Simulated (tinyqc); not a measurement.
From results back to parameters: gated graphene: carriers, quantum capacitance and optical conductivity. Four cases, with inputs chosen for the exercise.

Problem. At low temperature the interband edge lies at 2|mu|, n = mu^2/(pi hv^2), and V = mu/e + e n/Cox with Cox/e^2 = k/(4 pi e2 t), e2 = e^2/(4 pi eps0), t in angstrom. The edge and the voltage are given; hv is hidden.

Constants: e^2/(4 pi eps0) = 14.39964547 eV angstrom.
Find: n; hv; vF (hbar = 6.58211957e-16 eV s).
Method. mu is half the edge; n = Cox (V - mu/e)/e; hv = mu/sqrt(pi n).

Case 1.

Values chosen (out of a larger set: Fermi velocity near that of graphene, gate dielectric near hBN; not measured data): k = 3.45 (dielectric constant of the gate layer); t = 10 nm (its thickness).

edge = 0.3220 eV
V = 1.18844 V

Solution.

n = 1.96e+12 1/cm^2
hv = 6.49 eV angstrom
vF (hbar = 6.58211957e-16 eV s) = 9.86e+05 m/s

Case 2.

Values chosen (out of a larger set: Fermi velocity near that of graphene, gate dielectric near HfO2; not measured data): k = 18.6 (dielectric constant of the gate layer); t = 3 nm (its thickness).

edge = 0.5180 eV
V = 0.399077 V

Solution.

n = 4.80e+12 1/cm^2
hv = 6.67 eV angstrom
vF (hbar = 6.58211957e-16 eV s) = 1.01e+06 m/s

Case 3.

Values chosen (out of a larger set: Fermi velocity near that of graphene, gate dielectric near hBN; not measured data): k = 3.23 (dielectric constant of the gate layer); t = 20 nm (its thickness).

edge = 0.5660 eV
V = 6.66505 V

Solution.

n = 5.70e+12 1/cm^2
hv = 6.69 eV angstrom
vF (hbar = 6.58211957e-16 eV s) = 1.02e+06 m/s

Case 4.

Values chosen (out of a larger set: Fermi velocity near that of graphene, gate dielectric near hBN; not measured data): k = 3.32 (dielectric constant of the gate layer); t = 5 nm (its thickness).

edge = 0.6800 eV
V = 2.64904 V

Solution.

n = 8.47e+12 1/cm^2
hv = 6.59 eV angstrom
vF (hbar = 6.58211957e-16 eV s) = 1.00e+06 m/s

Computed by tinyqc, one run a case: `OMP_NUM_THREADS=1 python tinyqc.py N N+1 out.jsonl` with N = 1650025, 1650035, 1650047, 1650168; one thread of a shared Intel(R) Xeon(R) Processor @ 2.30GHz, about 0.01 s a run at most.
